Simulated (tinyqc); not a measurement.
p-n diode, drift-diffusion by the Gummel loop with Scharfetter-Gummel fluxes: current against voltage in the dark.

Abrupt junction at x = 0, p side from -Lp, n side to Ln, ohmic contacts. psi is counted from the intrinsic level; n = ni exp((psi - phin)/Vt), p = ni exp((phip - psi)/Vt). Contacts: p side psi = V - Vt ln(Na/ni), p = Na, n = ni^2/Na; n side psi = Vt ln(Nd/ni), n = Nd, p = ni^2/Nd. Constant mobilities, D = mu Vt, Boltzmann statistics, SRH recombination through a mid-gap level, U = (n p - ni^2)/(tp (n + ni) + tn (p + ni)). Current is positive from the p contact to the n contact.

ni = sqrt(Nc Nv) exp(-Eg/(2 Vt)), Eg in volts. Poisson and both continuity equations are solved self-consistently with Scharfetter-Gummel fluxes on a graded mesh of 500 nodes. J_scr is q times the integral of U between -xp and xn. Ideal diffusion current J_id = q ni^2 [Dn coth(wp/Le)/(Le Na) + Dp coth(wn/Lh)/(Lh Nd)] (exp(V/Vt) - 1), Le = sqrt(Dn tn), Lh = sqrt(Dp tp), wp = Lp - xp, wn = Ln - xn, with xp and xn from the depletion approximation (W = sqrt(2 eps0 eps_r (Vbi - V)(1/Na + 1/Nd)/q), xp = W Nd/(Na + Nd), xn = W Na/(Na + Nd), Vbi = Vt ln(Na Nd/ni^2)). Ideality factor = 0.004 V/(Vt ln[J(V + 0.004 V)/J(V)]). Here G = 0.

Values chosen for this exercise; band and dielectric values close to those of silicon: temperature T = 300 K; band gap Eg = 1.1 eV; relative permittivity eps_r = 11.5; conduction-band density of states at T Nc = 2.85e19 cm^-3; valence-band density of states at T Nv = 2.62e19 cm^-3; acceptor density of the p side Na = 1.4e17 cm^-3; donor density of the n side Nd = 2e16 cm^-3; electron mobility mun = 700 cm^2/(V s); hole mobility mup = 380 cm^2/(V s); SRH lifetime of electrons tn = 5e-8 s; SRH lifetime of holes tp = 4e-8 s; length of the p side Lp = 4 um; length of the n side Ln = 2.4 um; uniform generation rate G = 0 cm^-3 s^-1.

Constants: q = 1.602176634e-19 C, kB = 1.380649e-23 J/K, Vt = kB T/q, eps0 = 8.8541878128e-14 F/cm where lengths are in cm. Results are converted to the units shown.

Current against voltage in the dark:

| V (V) | J (A/cm^2) | ideality factor | J_scr/J (%) | J_id (A/cm^2) | share recombining at the contacts (%) | larger minority/doping at -xp and xn |
|---|---|---|---|---|---|---|
| 0.16 | 1.29e-6 | 1.78 | 96.0 | 5.12e-8 | 3.71 | 4.76e-10 |
| 0.22 | 4.83e-6 | 1.70 | 89.2 | 5.21e-7 | 10.1 | 4.81e-9 |
| 0.28 | 2.02e-5 | 1.51 | 73.9 | 5.29e-6 | 24.4 | 4.86e-8 |
| 0.34 | 1.06e-4 | 1.29 | 49.5 | 5.37e-5 | 47.2 | 4.91e-7 |
| 0.41 | 0.00103 | 1.11 | 22.6 | 8.01e-4 | 72.4 | 7.25e-6 |
| 0.47 | 0.00895 | 1.04 | 9.68 | 0.00812 | 84.4 | 7.25e-5 |
| 0.53 | 0.0852 | 1.02 | 3.94 | 0.0823 | 89.7 | 7.20e-4 |
| 0.6 | 1.23 | 1.02 | 1.38 | 1.23 | 92.1 | 0.0101 |
| 0.66 | 11.7 | 1.06 | 0.529 | 12.4 | 93.2 | 0.0860 |

What does the table show?

J rises from 1.29e-6 to 11.7 A/cm^2; the ideality factor goes from 1.78 through a minimum of 1.02 (at V = 0.6 V among the rows listed) to 1.06. Recombination in the depleted layer carries over half of the current up to V = 0.28 V, where the factor is 1.51; it grows roughly as exp(V/2 Vt), so diffusion overtakes it. Where the factor is lowest (V = 0.6 V), J is 0.12 % above the ideal diffusion current.

tinyqc, about 0.2 s, one thread, Intel Xeon 2.30GHz (shared host): `OMP_NUM_THREADS=1 python tinyqc.py 2240171 2240172 out.jsonl`
